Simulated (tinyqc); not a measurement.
Worked calculation: RHF in the sto-3g basis, for H3-, spin multiplicity 1. The basis has no diffuse functions, so it cannot describe the extra electron: this is an exercise in the method, not the real anion. Computed by tinyqc, a small Python program that keeps every step (integrals from PySCF). Settings: charge = -1, multiplicity = 1, basis = sto-3g, energy threshold = 1e-08, iteration cap = 75, orthogonalisation = canonical, start = core, DIIS depth = 6, shift = 1.0, method = RHF. Command: `OMP_NUM_THREADS=1 python tinyqc.py 25973 25974 out.jsonl` (the two numbers bound the seeds that draw the settings). One thread of a shared host (Intel(R) Xeon(R) Processor @ 2.60GHz), about 0.05 s of CPU time with the checks. Later iterations appear only in the table of the cycle.

## One-electron integrals

Geometry (angstrom):
```
atom       x       y        z
H     0.0000  0.0000   0.0000
H     0.0000  0.0000   0.8320
H     0.0000  0.8190  -0.1460
```

Basis sto-3g: exponents (1/bohr^2) and contraction coefficients of normalised primitives:
```
element  l (shell)  exponent  coefficient
H            s (1)    3.4253       0.1543
H            s (1)    0.6239       0.5353
H            s (1)    0.1689       0.4446
```

Overlap, kinetic and nuclear-attraction integrals over the contracted functions; the nuclear repulsion is the sum of Za Zb / Rab.

nuclear repulsion = 1.686962 hartree

overlap S, lower triangle:
```
        1H 1s   2H 1s   3H 1s
1H 1s  1.0000
2H 1s  0.6002  1.0000
3H 1s  0.6003  0.3503  1.0000
```

kinetic energy T (hartree), lower triangle:
```
        1H 1s   2H 1s   3H 1s
1H 1s  0.7600
2H 1s  0.1858  0.7600
3H 1s  0.1858  0.0379  0.7600
```

nuclear attraction V (hartree), lower triangle:
```
         1H 1s    2H 1s    3H 1s
1H 1s  -2.4232
2H 1s  -1.3458  -2.2354
3H 1s  -1.3460  -0.7385  -2.2355
```

core Hamiltonian H = T + V (hartree), lower triangle:
```
         1H 1s    2H 1s    3H 1s
1H 1s  -1.6632
2H 1s  -1.1601  -1.4754
3H 1s  -1.1602  -0.7006  -1.4755
```

## Two-electron integrals

Functions are numbered as in S; the eight-fold symmetry (ij|kl) = (ji|kl) = (kl|ij) leaves the list below.

Two-electron integrals (ij|kl) in chemists' order, unique and non-zero (hartree):
```
(11|11) 0.7746   (21|11) 0.3935   (21|21) 0.2407   (22|11) 0.5360
(22|21) 0.3935   (22|22) 0.7746   (31|11) 0.3936   (31|21) 0.2036
(31|22) 0.2825   (31|31) 0.2407   (32|11) 0.2039   (32|21) 0.1237
(32|22) 0.2006   (32|31) 0.1237   (32|32) 0.0734   (33|11) 0.5360
(33|21) 0.2825   (33|22) 0.3977   (33|31) 0.3936   (33|32) 0.2006
(33|33) 0.7746
```

## Orthogonalisation

S = U s U^T; canonical form X = U s^(-1/2), so that X^T S X = 1. Each column of U has its largest component positive (the first on a tie).

eigenvalues of S: 0.3084  0.6497  2.0419

X:
```
             1        2       3
1H 1s   1.3960  -0.0001  0.4420
2H 1s  -0.8041   0.8773  0.3836
3H 1s  -0.8043  -0.8772  0.3836
```

## Starting guess

The start is the orbitals of the core Hamiltonian; D = 2 C_occ C_occ^T.

D at the start, lower triangle:
```
        1H 1s    2H 1s   3H 1s
1H 1s  0.7023
2H 1s  0.3472   1.7111
3H 1s  0.3474  -1.3675  1.7108
```

## Iteration 1: building the Fock matrix

J_ij = sum D_kl (ij|kl), K_ij = sum D_kl (ik|jl); F = H + J - 0.5 K; E = tr D H + tr D J / 2 - 0.25 tr D K + E_nn.

Coulomb J (hartree), lower triangle:
```
        1H 1s   2H 1s   3H 1s
1H 1s  2.3674
2H 1s  1.4035  2.3033
3H 1s  1.4037  0.8007  2.3032
```

exchange K (hartree), lower triangle:
```
        1H 1s   2H 1s   3H 1s
1H 1s  1.3576
2H 1s  1.0171  1.4306
3H 1s  1.0172  0.4674  1.4305
```

Fock matrix F (hartree), lower triangle:
```
         1H 1s    2H 1s   3H 1s
1H 1s   0.0254
2H 1s  -0.2651   0.1126
3H 1s  -0.2651  -0.1336  0.1125
```

total energy of this density = -1.069231 hartree

## Iteration 1: diagonalisation and new density

A level shift of 1 hartree raises the virtual space: F + shift (S - S D(s) S), with D(s) the density of one spin (D/2). Diagonalise F' = X^T F X, C = X C', fill 2 alpha and 2 beta electrons from the bottom; D = 2 C_occ C_occ^T. Each column has its largest component positive (the first on a tie).

F' = X^T F X (hartree), lower triangle:
```
         1       2        3
1   2.2007
2   0.0000  0.3788
3  -0.1759  0.0000  -0.1690
```

orbital energies (hartree): MO1 -0.1820, MO2 0.3788, MO3 2.2137

coefficients C:
```
          MO1      MO2      MO3
1H 1s  0.5436   0.0000   1.3596
2H 1s  0.3233   0.8773  -0.8302
3H 1s  0.3234  -0.8772  -0.8304
```

D after iteration 1, lower triangle:
```
        1H 1s    2H 1s   3H 1s
1H 1s  0.5910
2H 1s  0.3515   1.7485
3H 1s  0.3516  -1.3301  1.7483
```

## Iteration 2: building the Fock matrix

As before.

Coulomb J (hartree), lower triangle:
```
        1H 1s   2H 1s   3H 1s
1H 1s  2.3432
2H 1s  1.3981  2.3083
3H 1s  1.3982  0.8007  2.3082
```

exchange K (hartree), lower triangle:
```
        1H 1s   2H 1s   3H 1s
1H 1s  1.3113
2H 1s  1.0129  1.4550
3H 1s  1.0130  0.4808  1.4549
```

Fock matrix F (hartree), lower triangle:
```
         1H 1s    2H 1s   3H 1s
1H 1s   0.0244
2H 1s  -0.2684   0.1054
3H 1s  -0.2685  -0.1404  0.1053
```

total energy of this density = -1.078672 hartree

## Iteration 2: DIIS over 2 matrices

error matrix X^T (FDS - SDF) X:
```
         1       2       3
1   0.0000  0.0000  0.0862
2   0.0000  0.0000  0.0000
3  -0.0862  0.0000  0.0000
```

B (overlaps of the stored error matrices):
```
               1              2
1  6.0392497e-02  2.9968902e-02
2  2.9968902e-02  1.4871634e-02
```

Minimise |sum c_i e_i|^2 with sum c_i = 1: solve [B -1; -1 0][c; lambda] = [0; -1] with B_ij = tr e_i^T e_j, and take F = sum c_i F_i.

DIIS coefficients: -0.9851  1.9851

extrapolated F (hartree), lower triangle:
```
         1H 1s    2H 1s   3H 1s
1H 1s   0.0234
2H 1s  -0.2718   0.0983
3H 1s  -0.2718  -0.1471  0.0982
```

## Iteration 2: diagonalisation and new density

As before.

F' = X^T F X (hartree), lower triangle:
```
         1       2        3
1   2.1975
2  -0.0001  0.3777
3  -0.1267  0.0000  -0.1887
```

orbital energies (hartree): MO1 -0.1954, MO2 0.3777, MO3 2.2042

coefficients C:
```
          MO1      MO2      MO3
1H 1s  0.5152   0.0000   1.3706
2H 1s  0.3405   0.8773  -0.8233
3H 1s  0.3406  -0.8772  -0.8235
```

D after iteration 2, lower triangle:
```
        1H 1s    2H 1s   3H 1s
1H 1s  0.5309
2H 1s  0.3509   1.7713
3H 1s  0.3510  -1.3073  1.7711
```

## Iteration 3: building the Fock matrix

As before.

Coulomb J (hartree), lower triangle:
```
        1H 1s   2H 1s   3H 1s
1H 1s  2.3294
2H 1s  1.3949  2.3111
3H 1s  1.3951  0.8006  2.3111
```

exchange K (hartree), lower triangle:
```
        1H 1s   2H 1s   3H 1s
1H 1s  1.2841
2H 1s  1.0096  1.4683
3H 1s  1.0097  0.4880  1.4683
```

Fock matrix F (hartree), lower triangle:
```
         1H 1s    2H 1s   3H 1s
1H 1s   0.0243
2H 1s  -0.2699   0.1015
3H 1s  -0.2700  -0.1440  0.1015
```

total energy of this density = -1.081212 hartree

## Iteration 3: DIIS over 3 matrices

error matrix X^T (FDS - SDF) X:
```
         1       2       3
1   0.0000  0.0000  0.0360
2   0.0000  0.0000  0.0000
3  -0.0360  0.0000  0.0000
```

B (overlaps of the stored error matrices), lower triangle:
```
               1              2              3
1  6.0392497e-02
2  2.9968902e-02  1.4871634e-02
3  1.2513675e-02  6.2097299e-03  2.5929058e-03
```

As before.

DIIS coefficients: -0.7435  1.3226  0.4210

extrapolated F (hartree), lower triangle:
```
         1H 1s    2H 1s   3H 1s
1H 1s   0.0236
2H 1s  -0.2716   0.0984
3H 1s  -0.2716  -0.1470  0.0983
```

## Iteration 3: diagonalisation and new density

As before.

F' = X^T F X (hartree), lower triangle:
```
         1       2        3
1   2.1999
2  -0.0001  0.3777
3  -0.1061  0.0000  -0.1911
```

orbital energies (hartree): MO1 -0.1958, MO2 0.3777, MO3 2.2046

coefficients C:
```
          MO1      MO2      MO3
1H 1s  0.5033   0.0000   1.3751
2H 1s  0.3477   0.8773  -0.8203
3H 1s  0.3477  -0.8772  -0.8205
```

D after iteration 3, lower triangle:
```
        1H 1s    2H 1s   3H 1s
1H 1s  0.5067
2H 1s  0.3500   1.7811
3H 1s  0.3501  -1.2975  1.7809
```

## Iteration 4: building the Fock matrix

As before.

Coulomb J (hartree), lower triangle:
```
        1H 1s   2H 1s   3H 1s
1H 1s  2.3237
2H 1s  1.3936  2.3123
3H 1s  1.3937  0.8006  2.3122
```

exchange K (hartree), lower triangle:
```
        1H 1s   2H 1s   3H 1s
1H 1s  1.2725
2H 1s  1.0080  1.4738
3H 1s  1.0081  0.4908  1.4737
```

Fock matrix F (hartree), lower triangle:
```
         1H 1s    2H 1s   3H 1s
1H 1s   0.0243
2H 1s  -0.2704   0.1000
3H 1s  -0.2705  -0.1455  0.0999
```

total energy of this density = -1.081655 hartree

## Iteration 4: DIIS over 4 matrices

error matrix X^T (FDS - SDF) X:
```
         1       2       3
1   0.0000  0.0000  0.0151
2   0.0000  0.0000  0.0000
3  -0.0151  0.0000  0.0000
```

B (overlaps of the stored error matrices), lower triangle:
```
               1              2              3              4
1  6.0392497e-02
2  2.9968902e-02  1.4871634e-02
3  1.2513675e-02  6.2097299e-03  2.5929058e-03
4  5.2454161e-03  2.6029618e-03  1.0868806e-03  4.5559286e-04
```

As before.

DIIS coefficients: -0.7098  1.3274  0.1489  0.2336

extrapolated F (hartree), lower triangle:
```
         1H 1s    2H 1s   3H 1s
1H 1s   0.0236
2H 1s  -0.2715   0.0984
3H 1s  -0.2716  -0.1470  0.0984
```

## Iteration 4: diagonalisation and new density

As before.

F' = X^T F X (hartree), lower triangle:
```
         1       2        3
1   2.2007
2  -0.0001  0.3777
3  -0.0974  0.0000  -0.1919
```

orbital energies (hartree): MO1 -0.1959, MO2 0.3777, MO3 2.2047

coefficients C:
```
          MO1      MO2      MO3
1H 1s  0.4984   0.0000   1.3769
2H 1s  0.3506   0.8773  -0.8190
3H 1s  0.3507  -0.8772  -0.8192
```

D after iteration 4, lower triangle:
```
        1H 1s    2H 1s   3H 1s
1H 1s  0.4967
2H 1s  0.3494   1.7853
3H 1s  0.3496  -1.2933  1.7850
```

## Iteration 12 (converged): orbitals

converged F (hartree), lower triangle:
```
         1H 1s    2H 1s   3H 1s
1H 1s   0.0243
2H 1s  -0.2708   0.0989
3H 1s  -0.2708  -0.1465  0.0988
```

Diagonalise F' = X^T F X, C = X C', fill 2 alpha and 2 beta electrons from the bottom; D = 2 C_occ C_occ^T. Each column has its largest component positive (the first on a tie).

F' = X^T F X (hartree), lower triangle:
```
         1       2        3
1   1.2018
2   0.0000  0.3777
3  -0.0531  0.0000  -0.1930
```

orbital energies (hartree): MO1 -0.1950, MO2 0.3777, MO3 1.2039

coefficients C:
```
          MO1      MO2      MO3
1H 1s  0.4947   0.0000   1.3782
2H 1s  0.3528   0.8773  -0.8181
3H 1s  0.3529  -0.8772  -0.8183
```

D after iteration 12, lower triangle:
```
        1H 1s    2H 1s   3H 1s
1H 1s  0.4895
2H 1s  0.3490   1.7883
3H 1s  0.3491  -1.2903  1.7881
```

## Convergence

Stop when the energy changes by less than 1e-08 hartree and every element of the error matrix X^T (F D S - S D F) X is below 3e-05.

Course of the cycle:
```
iteration  E (hartree)     change  largest element of the error matrix
1            -1.069231          -                             1.74e-01
2            -1.078672  -9.44e-03                             8.62e-02
3            -1.081212  -2.54e-03                             3.60e-02
4            -1.081655  -4.43e-04                             1.51e-02
5            -1.081733  -7.76e-05                             6.38e-03
6            -1.081746  -1.38e-05                             2.74e-03
7            -1.081749  -2.52e-06                             1.20e-03
8            -1.081749  -5.01e-07                             4.90e-04
9            -1.081749  -8.26e-08                             2.03e-04
10           -1.081750  -1.41e-08                             8.43e-05
11           -1.081750  -2.44e-09                             3.51e-05
12           -1.081750  -4.23e-10                             1.46e-05
```

PySCF RHF in the same basis = -1.081750 hartree

Converged in 12 iterations.

## Populations, bond orders and dipole

Mulliken: Z minus the diagonal of D S on the atom; Loewdin: the same with S^(1/2) D S^(1/2); Mayer order: 2 sum_s sum (D(s) S)_ij (D(s) S)_ji over the two atoms.

Charges (e):
```
atom  Mulliken  Loewdin
1H      0.0914   0.1272
2H     -0.5458  -0.5637
3H     -0.5456  -0.5635
```

Mayer bond orders:
```
pair   order
2-1   0.4957
3-1   0.4959
3-2   0.2064
```

dipole moment about the origin, x y z (debye): 0.0000  -2.1465  -1.7985
